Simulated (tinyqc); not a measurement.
## Fixed charge and work-function difference from two thicknesses

Problem. With a fixed charge q Nf at the interface, Vfb = phi_ms - q Nf tox/(eps0 eox). Find Nf and phi_ms.

Values chosen for this exercise: relative permittivity of the gate insulator (close to hafnium oxide) eox = 21.3.

Constants: q = 1.602176634e-19 C, eps0 = 8.8541878128e-14 F/cm where lengths are in cm. Results are converted to the units shown.

Vfb at tox = 81 and 280 nm (V): 0.30943692  -0.079395952

Solution. Vfb is a straight line in tox: the slope gives Nf and the intercept at zero thickness phi_ms.

Nf = 2.30e11 cm^-2
phi_ms = 0.468 V

Program tinyqc, `OMP_NUM_THREADS=1 python tinyqc.py 2060048 2060049 out.jsonl`; Intel Xeon 2.30GHz, shared host, one thread, about 0.03 s.
